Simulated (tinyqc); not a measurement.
Bulk transistor, scale length and short-channel effects: one step of the calculation.

A gate, an insulator of thickness ti and a depleted layer of depth ts on a conducting body. Below threshold the potential that source and drain add obeys Laplace's equation and vanishes on the gate and at the bottom of the depleted layer. Its lowest mode decays along the channel as exp(-k y); k is the smallest positive root of the matching condition at the interface, and the scale length is Lambda = pi/k.

Question. Scale length against simple estimates. Lambda = pi/k and l = 1/k. A parabolic potential across the structure gives l(parabolic) = sqrt((eps_r/ei) ts ti).

Values chosen for this exercise; permittivities: semiconductor close to that of In0.53Ga0.47As, insulator close to that of zirconium oxide:
```
symbol  value  unit                                     meaning
eps_r    13.9        relative permittivity of the semiconductor
ei       25.1            relative permittivity of the insulator
ti        4.2    nm                         insulator thickness
ts         14    nm                             depletion depth
```

k = 0.18801586 1/nm

Find: Lambda; l; l(parabolic).

Answer.

Lambda = 16.71 nm
l = 5.319 nm
l(parabolic) = 5.706 nm

tinyqc, about 0.01 s, one thread, Intel Xeon 2.30GHz (shared host): `OMP_NUM_THREADS=1 python tinyqc.py 2420024 2420025 out.jsonl`
